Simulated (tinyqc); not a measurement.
Raising U: Hubbard chain of 2 sites, mean field against exact. Computed by the program tinyqc. 

one-body matrix (hopping and site energies) (eV):
```
         1        2
1   0.0000  -0.7600
2  -0.7600   0.0000
```

electrons, up and down: 1  1

Collinear unrestricted mean field (the lowest of 40 random starts) against exact diagonalisation.

Exact and mean-field results (eV):
```
U            U/t    E exact  E mean field  mean |n_up - n_down|  double occupancy, exact  first gap in the sector
0.3800    0.5000  -1.341829     -1.330000                0.0000                   0.2190                   1.3418
0.7600    1.0000  -1.186780     -1.140000                0.0000                   0.1894                   1.1868
1.5200    2.0000  -0.939412     -0.760000                0.0005                   0.1382                   0.9394
2.2800    3.0000  -0.760000     -0.506667                0.7454                   0.1000                   0.7600
3.0400    4.0000  -0.629605     -0.380000                0.8660                   0.0732                   0.6296
4.5600    6.0000  -0.460219     -0.253333                0.9428                   0.0420                   0.4602
6.0800    8.0000  -0.358823     -0.190000                0.9682                   0.0264                   0.3588
9.1200   12.0000  -0.246662     -0.126667                0.9860                   0.0128                   0.2467
15.2000  20.0000  -0.150510     -0.076000                0.9950                   0.0049                   0.1505
```

In absolute terms mean field is worst at U/t = 3.0, 0.253 eV too high: at small U it is nearly exact, and at large U it misses only exchange-scale energies. For the symmetric dimer the instability lies at U = 2t. Its local moments set in at U/t = 3.0 of those listed, a broken symmetry that the exact state of a finite cluster with equal spins does not have. Relative to the exact energy its error is 0.9 % at the smallest U, 50 % at most and 50 % at the largest. The double occupancy falls from 0.219 to 0.005; at the largest U the first gap is 0.99 times the exchange scale 4t^2/U.
